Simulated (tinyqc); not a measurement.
Worked calculation: Luttinger-Kohn k.p, four valence bands. One step of it, computed by the program tinyqc.

Task: Hole masses. E = c [g1 k^2 -/+ 2 sqrt(g2^2 k^4 + 3 (g3^2 - g2^2)(kx^2 ky^2 + ky^2 kz^2 + kz^2 kx^2))] with c = hbar^2/2m, and m* = hbar^2 k^2 / (2 E).

Luttinger parameters chosen for this model; energies are counted downward from the top of the valence band:
```
parameter      value  unit
g1         16.010000
g2          3.240000
g3          6.040000
```

Give: Masses.

Result:

Masses (electron masses):
```
direction   heavy   light
[100]      0.1049  0.0445
[110]      0.1977  0.0371
[111]      0.2545  0.0356
```
